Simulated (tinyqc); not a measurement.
From results back to parameters: direct gap of a germanium-like layer under biaxial tension. Five cases, with inputs chosen for the exercise.

Problem. A (001) layer under biaxial tension e_par has ezz = -2 (C12/C11) e_par, Ec = Eg + ac tr(e), E(HH) = -P - Q and E(LH) = -P + (Q - Dso + sqrt(Dso^2 + 2 Dso Q + 9 Q^2))/2 with P = -av tr(e), Q = -b (e_par - ezz). The transition from the light-hole edge is given.

Case 1.

Values chosen (near those of Ge, gaps at low temperature; the results hold for these values, not for the real material): Eg = 0.906 eV (gap at Gamma to the s-like level); Dso = 0.289 eV (spin-orbit splitting); ac = -8.22 eV (conduction deformation potential); av = 1.22 eV (valence hydrostatic potential); b = -2.57 eV (tetragonal shear potential); C11 = 129.5 GPa; C12 = 49 GPa.

Ec - E(LH) = 0.807451 eV

Case 2.

Values chosen (near those of Ge, gaps at low temperature; the results hold for these values, not for the real material): Eg = 0.907 eV (gap at Gamma to the s-like level); Dso = 0.296 eV (spin-orbit splitting); ac = -8.16 eV (conduction deformation potential); av = 1.24 eV (valence hydrostatic potential); b = -2.5 eV (tetragonal shear potential); C11 = 127 GPa; C12 = 49 GPa.

Ec - E(LH) = 0.631406 eV

Case 3.

Values chosen (near those of Ge, gaps at low temperature; the results hold for these values, not for the real material): Eg = 0.894 eV (gap at Gamma to the s-like level); Dso = 0.286 eV (spin-orbit splitting); ac = -8.28 eV (conduction deformation potential); av = 1.23 eV (valence hydrostatic potential); b = -2.51 eV (tetragonal shear potential); C11 = 130.9 GPa; C12 = 48.4 GPa.

Ec - E(LH) = 0.656021 eV

Case 4.

Values chosen (near those of Ge, gaps at low temperature; the results hold for these values, not for the real material): Eg = 0.908 eV (gap at Gamma to the s-like level); Dso = 0.292 eV (spin-orbit splitting); ac = -8.09 eV (conduction deformation potential); av = 1.22 eV (valence hydrostatic potential); b = -2.58 eV (tetragonal shear potential); C11 = 130 GPa; C12 = 47.4 GPa.

Ec - E(LH) = 0.784449 eV

Case 5.

Values chosen (near those of Ge, gaps at low temperature; the results hold for these values, not for the real material): Eg = 0.9 eV (gap at Gamma to the s-like level); Dso = 0.286 eV (spin-orbit splitting); ac = -8.23 eV (conduction deformation potential); av = 1.25 eV (valence hydrostatic potential); b = -2.54 eV (tetragonal shear potential); C11 = 129 GPa; C12 = 48.4 GPa.

Ec - E(LH) = 0.576497 eV

Find: e_par; Ec - E(HH).

Solution. Ec - E(LH) falls steadily with tension, so bisection between 0 and 4 % gives the only root; then Ec - E(HH) = Eg + (ac - av) tr(e) + Q.

Case 1.

e_par = 0.580 %
Ec - E(HH) = 0.8641 eV

Case 2.

e_par = 1.570 %
Ec - E(HH) = 0.7953 eV

Case 3.

e_par = 1.340 %
Ec - E(HH) = 0.7919 eV

Case 4.

e_par = 0.720 %
Ec - E(HH) = 0.8549 eV

Case 5.

e_par = 1.790 %
Ec - E(HH) = 0.7675 eV

Computed by tinyqc, one run a case: `OMP_NUM_THREADS=1 python tinyqc.py N N+1 out.jsonl` with N = 1080693, 1080701, 1080704, 1080731, 1080741; one thread of a shared Intel(R) Xeon(R) Processor @ 2.30GHz, about 0.01 s a run at most.
